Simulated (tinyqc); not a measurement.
Worked calculation: kinetic Monte Carlo and master equation for a particle on a ring of sites with traps and bias. Computed by tinyqc, a small Python program that keeps every step. Command: `OMP_NUM_THREADS=1 python tinyqc.py 3014926 3014927 out.jsonl kmc walk`. One thread of a shared host (Intel(R) Xeon(R) Processor @ 2.30GHz), about 0.07 s of CPU time with the checks. Intermediate numbers are printed to about 7 digits and carried at full precision; extremes and crossings named in words are read from the listed rows.

6 sites on a ring, numbered 1 to 6. The saddle between i and i+1 lies at E0 + s b_i and site i at s eps_i; a force F tilts the landscape, with the saddle half-way.

Inputs (values chosen for the exercise, for a model defect):
```
quantity                         value         unit
reference barrier E0              0.86           eV
scale factor s of the disorder       1            -
attempt frequency nu               2.5          THz
temperature T                      560            K
site spacing a                     2.7     angstrom
force F along the ring           0.016  eV/angstrom
seed of the random numbers      974548            -
```

Disorder: site traps.

site energies eps_i (eV): -0.089  -0.083  0  -0.13  0  -0.046

saddle shifts b_i between sites i and i+1 (eV): 0  0  0  0  0  0

Constants: k_B = 8.617333262e-05 eV/K.

## Rate table

Rates: k(i to i+1) = nu exp(-(E0 + s b_i - s eps_i - F a/2)/(k_B T)), k(i to i-1) = nu exp(-(E0 + s b_(i-1) - s eps_i + F a/2)/(k_B T)). Share right = k right/(k right + k left); mean stay = 1/(k right + k left).

Rates, shares of right hops and mean stays:
```
site  k right (1/s)  k left (1/s)  share right  mean stay (s)
1          11264.38       4601.77    0.7099633   6.302728e-05
2          12755.72       5211.01    0.7099633   5.565842e-05
3          71231.50      29099.75    0.7099633   9.966985e-06
4           4816.41       1967.62    0.7099633   1.474050e-04
5          71231.50      29099.75    0.7099633   9.966985e-06
6          27459.35      11217.79    0.7099633   2.585506e-05
```

The particle stays longest on site 4, 14.8 times as long as on the quickest site.

## Twelve steps of the residence-time algorithm

Random numbers:
```
step      r1      r2
1     0.6910  0.2172
2     0.1173  0.7920
3     0.9003  0.8484
4     0.1207  0.5507
5     0.0522  0.7333
6     0.7620  0.6920
7     0.8496  0.6973
8     0.2066  0.1962
9     0.8143  0.5307
10    0.3479  0.0246
11    0.7429  0.7767
12    0.7915  0.9740
```

Start on site 1 at t = 0. Hop right if r1 is below the share right, else left; advance the clock by -ln(r2) times the mean stay.

Trajectory:
```
step  site    hop      wait (s)     clock (s)  net hops
1        1  right  9.623866e-05  9.623866e-05         1
2        2  right  1.297920e-05  1.092179e-04         2
3        3   left  1.638603e-06  1.108565e-04         1
4        2  right  3.320387e-05  1.440603e-04         2
5        3  right  3.091762e-06  1.471521e-04         3
6        4   left  5.427001e-05  2.014221e-04         2
7        3   left  3.593492e-06  2.050156e-04         1
8        2  right  9.064646e-05  2.956621e-04         2
9        3   left  6.314667e-06  3.019767e-04         1
10       2  right  2.062150e-04  5.081917e-04         2
11       3   left  2.518668e-06  5.107104e-04         1
12       2   left  1.466264e-06  5.121766e-04         0
```

## Steady state

Master equation dP/dt = W P, W_(i+1,i) = k right, W_(i-1,i) = k left, columns summing to zero. The steady state is its null vector; drift v = a sum P_i (k right - k left). D = a^2 lambda''(0)/2, where lambda(q) is the leading eigenvalue of W with right hops weighted by exp(q) and left hops by exp(-q). The slowest relaxation rate is minus the real part of the next eigenvalue of W. 1 angstrom = 1e-8 cm.

occupations P_i: 0.2020884  0.1784612  0.0319578  0.4726342  0.0319578  0.0829007

drift velocity v = 2.181228e-04 cm/s

diffusivity D = 8.356473e-12 cm^2/s

slowest relaxation rate = 12715.09 1/s

With equal saddles the steady current leaves the occupations at their Boltzmann values exp(-s eps_i/(k_B T))/Z.

## Closed form at zero force

At zero force D0 = a^2 nu exp(-E0/(k_B T)) / [<exp(-s eps/(k_B T))> <exp(s b/(k_B T))>], with means over the ring; Einstein relation v = D0 F/(k_B T); 1 angstrom = 1e-8 cm.

zero-force diffusivity D0 = 6.364086e-12 cm^2/s

D0 over the value without disorder = 0.1917467

Einstein drift = 2.110061e-04 cm/s

F a/(k_B T) = 0.895; the true drift is 1.0337 times the Einstein value.

## Sampled drift against the exact one

400 independent walkers start on sites drawn with weights P_i (k right + k left), the steady shares of hops (random numbers not printed); the estimate is total displacement over total time, with its standard error from the spread between walkers.

Drift from sampling:
```
hops per walker  estimate (cm/s)  standard error (cm/s)  deviation in standard errors
10                  2.073883e-04           9.211871e-06                     -1.165295
30                  2.158898e-04           4.790154e-06                     -0.466172
100                 2.176834e-04           2.694766e-06                     -0.163076
300                 2.165635e-04           1.630595e-06                     -0.956328
1000                2.185374e-04           9.036473e-07                      0.458781
3000                2.184747e-04           5.288611e-07                      0.665296
```

The exact drift is 2.181e-4 cm/s. The standard error falls by a factor 2.98 from 100 to 1000 hops (sqrt10 = 3.16), and in the last row it is 0.24 % of the drift.

Checks made by the program: closed form against the master equation at zero force (relative difference 2e-06).
